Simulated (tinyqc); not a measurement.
What each parameter of the potential does: deformation potentials from a strained empirical pseudopotential.

Diamond lattice, no spin-orbit coupling. Atomic form factor V(q) = a1 (q^2 - a2)/(a3 exp(a4 q^2) - 1) in rydberg with q in 1/bohr, for the unstrained cell. Under a strain e the reciprocal vectors and k go over into (1 + e)^(-1) G, the atoms sit at +/- tau with tau = (1 + e) a (1,1,1)/8 - zeta a (eyz, ezx, exy)/4, and H(G,G') = c |k + G|^2 delta + (V(q)/det(1 + e)) cos(q.tau), q = G - G', with the term q = 0 left out; c = hbar^2/2m0. The basis is fixed before straining: all G with |k + G|^2 up to 16 (2 pi/a)^2. k is given in units of 2 pi/a of the unstrained cell.

Constants: hbar^2/2m0 = 3.80998211 eV angstrom^2; Ry = 13.60569312 eV; a0 (Bohr radius) = 0.5291772105 angstrom.

Inputs chosen for the exercise (near those of Si; not measured data):
```
symbol  value  unit      meaning
a       5.432  angstrom  lattice constant
a1      0.534
a2      2.175
a3      2.067
a4      0.488
kD      0.82   2 pi/a    position of the Delta minimum
```

Gaps from the valence top to level 8 at Gamma and level 5 at (kD,0,0) and L, and their deformation potentials [E(+h) - E(-h)]/(3 ln((1 + h)/(1 - h))) for e = +/- h 1, h = 0.002. The row for the lattice constant keeps V(q) without the volume factor, so it is not a strain.

Results for these values:
```
case,Gamma (eV),Delta (eV),L (eV),potential Gamma (eV),potential Delta (eV),potential L (eV)
base,4.130,0.987,1.954,-8.67,2.68,-1.89
```

What happens to each result for a4 = 0.483, all else kept?

Answer: Gamma rises from 4.130 to 4.224; Delta rises from 0.987 to 1.073; L rises from 1.954 to 2.029; potential Gamma falls from -8.67 to -8.84; potential Delta falls from 2.68 to 2.61; potential L falls from -1.89 to -1.96.

The same for each parameter in turn:
```
case,Gamma (eV),Delta (eV),L (eV),potential Gamma (eV),potential Delta (eV),potential L (eV)
base,4.130,0.987,1.954,-8.67,2.68,-1.89
a = 5.378 angstrom,4.247,0.692,1.854,-8.37,2.98,-1.73
a1 = 0.529,4.087,0.921,1.905,-8.59,2.69,-1.88
a2 = 2.153,4.242,0.913,1.957,-8.59,2.73,-1.86
a3 = 2.046,4.179,1.081,2.019,-8.76,2.69,-1.89
a4 = 0.483,4.224,1.073,2.029,-8.84,2.61,-1.96
```

Computed by tinyqc, a small Python program: `OMP_NUM_THREADS=1 python tinyqc.py 1851003 1851004 out.jsonl` (the numbers bound the seed that draws the inputs); one thread of a shared host (Intel(R) Xeon(R) Processor @ 2.30GHz), about 0.2 s for the whole set of steps.
